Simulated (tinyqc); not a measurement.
MP2 on RHF in the 6-31g basis, for H2, spin multiplicity 1, step by step. Computed by tinyqc, a small Python program that keeps every step (integrals from PySCF). Settings: charge = 0, multiplicity = 1, basis = 6-31g, method = RHF, energy threshold = 1e-10, iteration cap = 85, orthogonalisation = symmetric, start = atomic densities, DIIS depth = 6. Command: `OMP_NUM_THREADS=1 python tinyqc.py 25745 25746 out.jsonl` (the two numbers bound the seeds that draw the settings). One thread of a shared host (Intel(R) Xeon(R) Processor @ 2.60GHz), about 0.1 s of CPU time with the checks. The early iterations of the SCF are left out here.

## One-electron integrals

Geometry (angstrom):
```
atom         x         y         z
H     0.000000  0.000000  0.000000
H     0.000000  0.000000  0.663000
```

Basis 6-31g: exponents (1/bohr^2) and contraction coefficients of normalised primitives:
```
element  l (shell)   exponent  coefficient
H            s (1)  18.731137     0.033495
H            s (1)   2.825394     0.234727
H            s (1)   0.640122     0.813757
H            s (2)   0.161278     1.000000
```

Overlap, kinetic and nuclear-attraction integrals over the contracted functions; the nuclear repulsion is the sum of Za Zb / Rab.

nuclear repulsion = 0.79815567 hartree

overlap S, order 1H 1s, 1H 2s, 2H 1s, 2H 2s:
$$\begin{pmatrix}
1.000000 & 0.658292 & 0.526407 & 0.535536 \\
0.658292 & 1.000000 & 0.535536 & 0.881103 \\
0.526407 & 0.535536 & 1.000000 & 0.658292 \\
0.535536 & 0.881103 & 0.658292 & 1.000000
\end{pmatrix}$$

kinetic energy T (hartree), order 1H 1s, 1H 2s, 2H 1s, 2H 2s:
$$\begin{pmatrix}
1.395678 & 0.259735 & 0.326265 & 0.182021 \\
0.259735 & 0.241917 & 0.182021 & 0.195166 \\
0.326265 & 0.182021 & 1.395678 & 0.259735 \\
0.182021 & 0.195166 & 0.259735 & 0.241917
\end{pmatrix}$$

nuclear attraction V (hartree), order 1H 1s, 1H 2s, 2H 1s, 2H 2s:
$$\begin{pmatrix}
-2.427407 & -1.215046 & -1.259147 & -1.021141 \\
-1.215046 & -1.188172 & -1.021141 & -1.083418 \\
-1.259147 & -1.021141 & -2.427407 & -1.215046 \\
-1.021141 & -1.083418 & -1.215046 & -1.188172
\end{pmatrix}$$

core Hamiltonian H = T + V (hartree), order 1H 1s, 1H 2s, 2H 1s, 2H 2s:
$$\begin{pmatrix}
-1.031729 & -0.955311 & -0.932882 & -0.839121 \\
-0.955311 & -0.946255 & -0.839121 & -0.888252 \\
-0.932882 & -0.839121 & -1.031729 & -0.955311 \\
-0.839121 & -0.888252 & -0.955311 & -0.946255
\end{pmatrix}$$

## Two-electron integrals

Functions are numbered as in S; the eight-fold symmetry (ij|kl) = (ji|kl) = (kl|ij) leaves the list below.

Two-electron integrals (ij|kl) in chemists' order, unique and non-zero (hartree):
```
(11|11) 1.076566   (21|11) 0.578470   (21|21) 0.329423   (22|11) 0.587396
(22|21) 0.361304   (22|22) 0.453150   (31|11) 0.485364   (31|21) 0.273994
(31|22) 0.295379   (31|31) 0.271286   (32|11) 0.380754   (32|21) 0.228602
(32|22) 0.270934   (32|31) 0.231474   (32|32) 0.217172   (33|11) 0.712934
(33|21) 0.432101   (33|22) 0.513537   (33|31) 0.485364   (33|32) 0.465038
(33|33) 1.076566   (41|11) 0.465038   (41|21) 0.265556   (41|22) 0.292524
(41|31) 0.231474   (41|32) 0.196302   (41|33) 0.380754   (41|41) 0.217172
(42|11) 0.499718   (42|21) 0.308718   (42|22) 0.391006   (42|31) 0.269222
(42|32) 0.255508   (42|33) 0.499718   (42|41) 0.255508   (42|42) 0.351800
(43|11) 0.432101   (43|21) 0.263473   (43|22) 0.321003   (43|31) 0.273994
(43|32) 0.265556   (43|33) 0.578470   (43|41) 0.228602   (43|42) 0.308718
(43|43) 0.329423   (44|11) 0.513537   (44|21) 0.321003   (44|22) 0.417648
(44|31) 0.295379   (44|32) 0.292524   (44|33) 0.587396   (44|41) 0.270934
(44|42) 0.391006   (44|43) 0.361304   (44|44) 0.453150
```

## Orthogonalisation

S = U s U^T; symmetric (Loewdin) form X = U s^(-1/2) U^T, so that X^T S X = 1.

eigenvalues of S: [0.080557, 0.496826, 0.511933, 2.910684]

X, order 1H 1s, 1H 2s, 2H 1s, 2H 2s:
$$\begin{pmatrix}
1.325081 & -0.508332 & -0.261478 & 0.096559 \\
-0.508332 & 2.137809 & 0.096559 & -1.196546 \\
-0.261478 & 0.096559 & 1.325081 & -0.508332 \\
0.096559 & -1.196546 & -0.508332 & 2.137809
\end{pmatrix}$$

## Iteration 5 (converged): orbitals

converged F (hartree), order 1H 1s, 1H 2s, 2H 1s, 2H 2s:
$$\begin{pmatrix}
-0.093502 & -0.533411 & -0.603575 & -0.543642 \\
-0.533411 & -0.340856 & -0.543642 & -0.372807 \\
-0.603575 & -0.543642 & -0.093502 & -0.533411 \\
-0.543642 & -0.372807 & -0.533411 & -0.340856
\end{pmatrix}$$

Diagonalise F' = X^T F X, C = X C', fill 1 alpha and 1 beta electrons from the bottom; D = 2 C_occ C_occ^T. Each column has its largest component positive (the first on a tie).

F' = X^T F X (hartree):
$$\begin{pmatrix}
0.654916 & -0.587540 & -0.621075 & -0.091451 \\
-0.587540 & 0.292503 & -0.091451 & -0.208084 \\
-0.621075 & -0.091451 & 0.654916 & -0.587540 \\
-0.091451 & -0.208084 & -0.587540 & 0.292503
\end{pmatrix}$$

orbital energies (hartree): MO1 -0.620331, MO2 0.258672, MO3 0.738592, MO4 1.517905

coefficients C, order 1H 1s, 1H 2s, 2H 1s, 2H 2s:
$$\begin{pmatrix}
0.339589 & 0.107273 & 0.731494 & -1.195836 \\
0.252107 & 1.931728 & -0.681328 & 1.417863 \\
0.339589 & -0.107273 & 0.731494 & 1.195836 \\
0.252107 & -1.931728 & -0.681328 & -1.417863
\end{pmatrix}$$

D after iteration 5, order 1H 1s, 1H 2s, 2H 1s, 2H 2s:
$$\begin{pmatrix}
0.230642 & 0.171226 & 0.230642 & 0.171226 \\
0.171226 & 0.127116 & 0.171226 & 0.127116 \\
0.230642 & 0.171226 & 0.230642 & 0.171226 \\
0.171226 & 0.127116 & 0.171226 & 0.127116
\end{pmatrix}$$

## Convergence

Stop when the energy changes by less than 1e-10 hartree and every element of the error matrix X^T (F D S - S D F) X is below 3e-06.

Course of the cycle:
```
iteration  E (hartree)     change  largest element of the error matrix
1          -0.81745180          -                             1.44e-01
2          -1.12215258  -3.05e-01                             2.22e-02
3          -1.12299804  -8.45e-04                             2.76e-04
4          -1.12299817  -1.31e-07                             3.38e-07
5          -1.12299817  -1.49e-13                             1.67e-07
```

PySCF RHF in the same basis = -1.12299817 hartree

Converged in 5 iterations.

## Integrals over molecular orbitals

(pq|rs) = sum C_ip C_jq C_kr C_ls (ij|kl), one index at a time.

one-electron integrals over orbitals h = C^T H C (hartree):
$$\begin{pmatrix}
-1.300823 & 0.000000 & -0.177309 & 0.000000 \\
0.000000 & -0.531468 & 0.000000 & 0.209091 \\
-0.177309 & 0.000000 & -0.228359 & 0.000000 \\
0.000000 & 0.209091 & 0.000000 & 0.272102
\end{pmatrix}$$

Two-electron integrals over orbitals (pq|rs), unique and non-zero (hartree):
```
(11|11) 0.680491    (21|21) 0.071610    (22|11) 0.430875    (22|22) 0.382017
(31|11) 0.177309    (31|22) 0.044460    (31|31) 0.113011    (32|21) -0.025279
(32|32) 0.038487    (33|11) 0.539981    (33|22) 0.376359    (33|31) 0.118941
(33|33) 0.460696    (41|21) -0.077269   (41|32) -0.013127   (41|41) 0.145750
(42|11) -0.143180   (42|22) -0.049761   (42|31) -0.069154   (42|33) -0.091566
(42|42) 0.062010    (43|21) -0.072050   (43|32) 0.004346    (43|41) 0.119695
(43|43) 0.113257    (44|11) 0.695777    (44|22) 0.439435    (44|31) 0.209943
(44|33) 0.557398    (44|42) -0.166351   (44|44) 0.776674
```

## Second-order Moller-Plesset energy

Hartree-Fock energy = -1.12299817 hartree

E2 = sum_ijab (ia|jb) [2 (ia|jb) - (ib|ja)] / (e_i + e_j - e_a - e_b) over occupied i, j and virtual a, b; the opposite-spin part is (ia|jb)^2 / denominator, the rest is same-spin, and SCS-MP2 scales them by 6/5 and 1/3.

Terms:
```
i  j  a  b    (ia|jb)    (ib|ja)  denominator       term
1  1  4  4   0.145750   0.145750    -4.276473  -0.004967
1  1  3  3   0.113011   0.113011    -2.717847  -0.004699
1  1  2  2   0.071610   0.071610    -1.758007  -0.002917
1  1  2  4  -0.077269  -0.077269    -3.017240  -0.001979
1  1  4  2  -0.077269  -0.077269    -3.017240  -0.001979
```

Pair energies (hartree; pair i-j sums ij and ji):
```
pair  opposite spin  same spin
1-1       -0.016541          0
```

MP2 correlation energy = -0.01654099 hartree

SCS-MP2 correlation energy = -0.01984918 hartree

MP2 total energy = -1.13953915 hartree
